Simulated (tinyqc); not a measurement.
From results back to parameters: Penn model of the dielectric constant and Phillips ionicity. Three cases, with inputs chosen for the exercise.

Problem. eps was computed from a and a hidden C.

n = 32/a^3; Ep^2 = 8 pi c e2 n with c = hbar^2/2m0, e2 = e^2/(4 pi eps0); EF = c (3 pi^2 n)^(2/3); eps = 1 + (Ep/Eg)^2 S with S = 1 - Eg/(4 EF) + (Eg/(4 EF))^2/3, Eg the Penn gap. Core d shells are left out.

Phillips: bond length d = sqrt(3) a/4; homopolar gap Eh = 39.74 d^(-2.48) eV (d in angstrom); Eg^2 = Eh^2 + C^2; ionicity fi = C^2/Eg^2.

Constants: hbar^2/2m0 = 3.80998211 eV angstrom^2; e^2/(4 pi eps0) = 14.39964547 eV angstrom.

Find: Eg; Eh; C; fi.

Method. eps falls steadily with Eg, so one Eg fits; C^2 = Eg^2 - Eh^2.

Case 1.

Values chosen (out of a larger set: near those of InAs; not measured data): a = 6.065 angstrom (cubic lattice constant, 32 valence electrons a cell).

eps = 9.31710

Solution.

Eg = 4.599 eV
Eh = 3.625 eV
C = 2.83 eV
fi = 0.379

Case 2.

Values chosen (out of a larger set: near those of ZnSe; not measured data): a = 5.675 angstrom (cubic lattice constant, 32 valence electrons a cell).

eps = 5.37138

Solution.

Eg = 6.879 eV
Eh = 4.274 eV
C = 5.39 eV
fi = 0.614

Case 3.

Values chosen (out of a larger set: near those of AlN; not measured data): a = 4.382 angstrom (cubic lattice constant, 32 valence electrons a cell).

eps = 4.91953

Solution.

Eg = 10.764 eV
Eh = 8.116 eV
C = 7.07 eV
fi = 0.431

Computed by tinyqc, one run a case: `OMP_NUM_THREADS=1 python tinyqc.py N N+1 out.jsonl` with N = 1681336, 1681403, 1681446; one thread of a shared Intel(R) Xeon(R) Processor @ 2.30GHz, about 0.01 s a run at most.
